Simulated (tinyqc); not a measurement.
Heisenberg magnet: exchange from energy differences, ordering vector, linear spin waves and ordering temperature: one step, computed by the program tinyqc. Command: `OMP_NUM_THREADS=1 python tinyqc.py 3012686 3012687 out.jsonl magnon walk`. One thread of a shared host (Intel(R) Xeon(R) Processor @ 2.30GHz), about 0.09 s of CPU time with the checks.

H = -sum over pairs <ij> J_ij S_i.S_j - K sum_i (S_i^z)^2, each pair once, J > 0 ferromagnetic. First neighbours: 6 at a (1, 0, 0), second: 12 at a (1, 1, 0), with all permutations and signs.

Problem. Energies of ordered states. J(q) = J1 g1(q) + J2 g2(q), g_s(q) = sum over shell s of cos(q.R). A classical spiral or collinear state of wave vector Q has the exchange energy -(S^2/2) J(Q) per site.

Inputs (values chosen for the exercise, for a model magnet): exchange J1 = -12.7 meV; exchange J2 = 4.6 meV; spin S = 1.

Lattice: simple cubic.

Give: States, Q in 2 pi/a.

Solution.

States, Q in 2 pi/a:
```
Q,g1,g2,energy (meV/site)
"G (0, 0, 0)",6,12,10.5
"X (0.5, 0, 0)",2,-4,21.9
"M (0.5, 0.5, 0)",-2,-4,-3.5
"R (0.5, 0.5, 0.5)",-6,12,-65.7
```

The lowest of these is R (0.5, 0.5, 0.5), 62.200 meV per site below M (0.5, 0.5, 0).
